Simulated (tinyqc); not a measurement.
Which lattice a d-band metal prefers: Slater-Koster d bands of an fcc metal.

Slater-Koster d bands. For a bond with direction cosines (l, m, n) the 5 x 5 block is dds Ps + ddp Pp + ddd (1 - Ps - Pp), the projectors on sigma, pi and delta states about the bond; for instance <xy|xy> = 3 l^2 m^2 dds + (l^2 + m^2 - 4 l^2 m^2) ddp + (n^2 + l^2 m^2) ddd, <xy|yz> = 3 l m^2 n dds + l n (1 - 4 m^2) ddp + l n (m^2 - 1) ddd and <3z2-r2|3z2-r2> = (n^2 - (l^2 + m^2)/2)^2 dds + 3 n^2 (l^2 + m^2) ddp + (3/4)(l^2 + m^2)^2 ddd. H(k) sums the blocks times cos(k.R) over the neighbours; the d level is the zero of energy; k in 2 pi/a.

Mesh: k = f1 b1 + f2 b2 + f3 b3 with fractions (j + 1/2)/N, j = 0 to N - 1, and b = (-1,1,1), (1,-1,1), (1,1,-1) for fcc, (0,1,1), (1,0,1), (1,1,0) for bcc, unit vectors for simple cubic. The lowest Nd/10 of all levels are filled with two electrons each; the bond energy is their sum per atom.

Inputs chosen for the exercise (of the size met in Cu; the results hold for these values, not for the real material):
```
symbol  value   unit  meaning
dds     -0.361  eV    dd sigma
ddp     0.245   eV    dd pi
ddd     -0.058  eV    dd delta
f2      0.487         factor for second neighbours in bcc
N       8             mesh
```

fcc has twelve neighbours, bcc eight and six (the six times f2), simple cubic six. The integrals of bcc and sc are scaled so that all three have the second moment of fcc, which stands for equal repulsion (structural energy difference theorem). s and p electrons are left out.

Bond energy per atom:
```
Nd  fcc (eV)  bcc - fcc (meV)  sc - fcc (meV)
1     -1.313               81               8
2     -2.271               64              40
3     -2.976              -21             157
4     -3.365             -131             213
5     -3.421              -53             173
6     -3.186              109              35
7     -2.697              159            -122
8     -1.991               95            -240
9     -1.079              -44            -226
```

scale factors: bcc 1.1285, sc 1.4142

mu3/mu2^1.5: fcc -0.251, bcc -0.243, sc 0.000

mu4/mu2^2: fcc 1.834, bcc 1.687, sc 2.184

largest change of a difference when N is raised to 14 = 12 meV

How do the results move, and what explains it?

fcc is lowest for Nd = 1, 2 and 6. bcc is lowest for Nd = 3, 4 and 5. sc is lowest for Nd = 7, 8 and 9. bcc gains most on fcc at Nd = 4 (-131 meV). A small fourth moment marks a two-peaked band, which tends to favour fillings near one half; bcc has -8 % against fcc, and at Nd = 5 it lies -53 meV from fcc (differences of a few tens of meV are within the error of the mesh; hcp is left out, and this d-only model can miss the lattice of the real metal). The third moments, from three-membered rings, skew the bands. That simple cubic wins anywhere comes from keeping d bands and equal second moments alone; no transition metal takes it. Differences below about 12 meV are within the error of this mesh, and the s and p electrons left out weigh most where the d band is nearly empty or full.

(tinyqc, `OMP_NUM_THREADS=1 python tinyqc.py 1481078 1481079 out.jsonl`, Intel(R) Xeon(R) Processor @ 2.30GHz, 1 thread, shared host, about 0.05 s.)
